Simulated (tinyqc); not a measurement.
Changing the half width of a debonded strip w: thermal stress, cracking, delamination and buckling of a thin film; Griffith cracks and misfitting inclusions. Computed by tinyqc, a small Python program. Command: `OMP_NUM_THREADS=1 python tinyqc.py 3018377 3018378 out.jsonl filmcrack sweep`. One thread of a shared host (Intel(R) Xeon(R) Processor @ 2.30GHz), about 0.01 s of CPU time with the checks.

Isotropic linear elasticity; the substrate is much thicker than the film; stress is positive in tension.

Inputs (values chosen for the exercise, for a model film): film Young's modulus E = 80.3 GPa; film Poisson ratio nu = 0.16; film expansion alpha_f = 0.601 1e-6/K; substrate expansion alpha_s = 3.1 1e-6/K; deposition temperature T_d = 1100 K; final temperature T = 300 K; intrinsic stress = -150 MPa; film thickness h = 0.27 micrometre.

Method. Thermal strain = (alpha_f - alpha_s)(T_d - T); stress = E/(1 - nu) x strain + intrinsic stress; plane-strain modulus Ebar = E/(1 - nu^2); G0 = stress^2 h/(2 Ebar) is the energy freed per area when a long strip loses its stress across its width. A strip of half width w clamped at both edges buckles at sigma_c = (pi^2/12) Ebar (h/w)^2. Above it: height = h sqrt((4/3)(|s|/sigma_c - 1)), driving force at the edges G = G0 (1 - sigma_c/|s|)(1 + 3 sigma_c/|s|); below it both are 0. The smallest strip that buckles has w0 = pi h sqrt(Ebar/(12 |s|)).

One run for each value; columns: (1) half width of a debonded strip w (micrometre); (2) driving force at the edges (J/m^2); (3) blister height (micrometre); (4) buckling stress sigma_c (MPa):
```
(1)        (2)     (3)         (4)
0.81   0.00000  0.0000  7.5310e+03
1.30   0.00000  0.0000  2.9237e+03
2.10   0.00000  0.0000  1.1204e+03
3.30   0.00000  0.0000  4.5373e+02
5.20   0.23073  0.2903  1.8273e+02
8.40   0.24478  0.6134  7.0027e+01
13.00  0.21909  1.0183  2.9237e+01
21.00  0.20252  1.6918  1.1204e+01
34.00  0.19530  2.7677  4.2743e+00
54.00  0.19249  4.4125  1.6945e+00
```

What does the table show, and why?

Over the rows, driving force at the edges (J/m^2) goes from 0 through a maximum among these rows, 0.245 at 8.40, to 0.192; blister height (micrometre) rises from 0 to 4.41, flat over part of the range; buckling stress sigma_c (MPa) falls from 7530 to 1.69 (exponent d ln y / d ln x about -2.0 throughout). G is zero until the strip buckles, peaks at 4/3 G0 where w = sqrt(3) w0, and sinks back towards G0 for wide strips.

Caution (all rows): at a stress above 0.4 % of E a ductile film would yield, and the elastic value is then an upper bound; a brittle film in tension cracks instead. Caution (rows 0.810, 1.30): a strip this narrow against its thickness is outside thin-plate theory, so sigma_c is only formal.

Extremes, crossings and ranges named in words are read from the listed rows.
